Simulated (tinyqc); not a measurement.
Two-mode optical phonons of a ternary alloy from two coupled oscillators. From lower LO mode back to fraction x of A. Computed by tinyqc, a small Python program. Command: `OMP_NUM_THREADS=1 python tinyqc.py 3019446 3019447 out.jsonl twomode inv`. One thread of a shared host (Intel(R) Xeon(R) Processor @ 2.30GHz), about 0.01 s of CPU time with the checks.

An alloy A(x)B(1-x)C has an A-C and a B-C bond oscillator. Each TO frequency moves linearly from the impurity mode (dilute end) to the TO of the pure crystal; each strength is proportional to the number of bonds.

Inputs (values chosen for the exercise, for a model alloy): omega_TO of pure AC = 770 1/cm; omega_LO of pure AC = 840 1/cm; omega_TO of pure BC = 439 1/cm; omega_LO of pure BC = 510 1/cm; eps_inf of AC = 7.97; eps_inf of BC = 9.11; impurity mode of A in BC = 722 1/cm; impurity mode of B in AC = 400 1/cm.

Method:
- omega_1 = (impurity mode of A) + x (omega_TO,AC - impurity mode of A); omega_2 = (impurity mode of B) + (1 - x)(omega_TO,BC - impurity mode of B); eps_inf = x eps_AC + (1 - x) eps_BC; strengths W_1 = x eps_AC (omega_LO,AC^2 - omega_TO,AC^2), W_2 = (1 - x) eps_BC (omega_LO,BC^2 - omega_TO,BC^2).
- eps(omega) = eps_inf + W_1/(omega_1^2 - omega^2) + W_2/(omega_2^2 - omega^2) = 0 is the eigenproblem of the matrix [[omega_1^2 + W_1/eps_inf, sqrt(W_1 W_2)/eps_inf], [sqrt(W_1 W_2)/eps_inf, omega_2^2 + W_2/eps_inf]] for omega_LO^2.
- Uncoupled values keep the diagonal alone. eps_s = eps_inf + W_1/omega_1^2 + W_2/omega_2^2.

Problem. A run gave the result below. Find the fraction x of A, known to lie between 0.43 and 0.84.

lower LO mode = 443.4381 1/cm

Solution.

Each step takes the trial c = (a f_b - b f_a)/(f_b - f_a), f being the result less the target and a, b, c the logarithms of the listed values; c replaces end b, the old b replaces a if the sign of f changed, and otherwise f_a is halved.

Scan of the range:
```
fraction x of A  lower LO mode (1/cm)
0.430                         462.720
0.481                         457.249
0.538                         451.126
0.601                         444.335
0.672                         436.638
0.751                         427.998
0.840                         418.142
```

False position (Illinois rule, in the logarithm of the input) inside the bracket:
```
step     end a     end b     trial  lower LO mode (1/cm)
1     0.601000  0.672000  0.608873               443.484
2     0.672000  0.608873  0.609278               443.440
3     0.672000  0.609278  0.609320               443.436
4     0.609278  0.609320  0.609300               443.438
```

Lower LO mode falls at every point of a 13-point scan of the range (every second point is shown), so one value fits; it is bracketed by 0.601 and 0.672. Answer: fraction x of A = 0.6093.
